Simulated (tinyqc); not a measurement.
# Changing the layer width W

Model: avalanche multiplication and breakdown of a junction from ionisation integrals. Computed by tinyqc, a small Python program. Command: `OMP_NUM_THREADS=1 python tinyqc.py 3018602 3018603 out.jsonl impact sweep`. One thread of a shared host (Intel(R) Xeon(R) Processor @ 2.30GHz), about 0.03 s of CPU time with the checks.

Ionisation coefficients follow the local field. Position x runs through the depletion layer from the p side (x = 0), where electrons enter, to the n side (x = w), where holes enter. The built-in voltage is neglected.

Inputs (values chosen for the exercise, modelled on silicon):
```
quantity                                        value  unit
electron prefactor a_n                         746000  1/cm
electron field b_n                           1.21e+06  V/cm
hole prefactor a_p                            1.5e+06  1/cm
hole field b_p                               2.08e+06  V/cm
exponent c                                          1     -
permittivity eps                                 11.7     -
bias as a fraction of the breakdown voltage      0.62     -
```

Junction: p-i-n with uniform field.

Constants: e = 1.602176634e-19 C; eps_0 = 8.8541878128e-12 F/m.

Method:
- alpha_n = a_n exp(-(b_n/F)^c), alpha_p = a_p exp(-(b_p/F)^c).
- Uniform field F = F_m, w = W, V = F_m W.
- With Phi(x) = int_0^x (alpha_n - alpha_p) dx': 1 - 1/M_n = I_n = int_0^w alpha_n exp(-Phi) dx and M_p = M_n exp(-Phi(w)); trapezoid rule on 401 even points; breakdown at I_n = 1.
- Solve I_n(F_m) = 1.
- Bias V = fraction times the breakdown voltage.
- M_n = 1/(1 - I_n), M_p = M_n exp(-Phi(w)); McIntyre excess noise for the carrier with the larger M, F_x = k M + (1 - k)(2 - 1/M), with k = (smaller M - 1)/(larger M - 1).

One run for each value:
```
layer width W (micrometre)  breakdown voltage (V)  critical field F_m (MV/cm)  ratio k = alpha_p/alpha_n     M_n
0.040                                        4.56                      1.1402                    0.93753  1.9348
0.074                                        5.90                      0.7969                    0.67491  1.6940
0.140                                        8.47                      0.6052                    0.47762  1.5463
0.260                                       12.72                      0.4892                    0.33966  1.4443
0.480                                       19.69                      0.4102                    0.24111  1.3646
0.890                                       31.33                      0.3521                    0.16988  1.2985
1.700                                       52.01                      0.3059                    0.11704  1.2407
3.100                                       84.43                      0.2723                    0.08242  1.1958
5.800                                      141.54                      0.2440                    0.05689  1.1567
```

Describe and explain the trends.

Over the rows, breakdown voltage (V) rises from 4.56 to 142 (exponent d ln y / d ln x 0.42 between the first rows and 0.82 between the last); critical field F_m (MV/cm) falls from 1.14 to 0.244 (exponent d ln y / d ln x -0.58 between the first rows and -0.18 between the last); ratio k = alpha_p/alpha_n falls from 0.938 to 0.0569 (exponent d ln y / d ln x -0.53 between the first rows and -0.59 between the last). At the high end the exponent of breakdown voltage is 0.82, close to 0.86: the W^(6/7) rule of p-i-n diodes.

Caution (rows 0.0400, 0.0740, 0.140): in a layer this thin the dead space before a carrier can ionise, and tunnelling, make the local model unreliable.
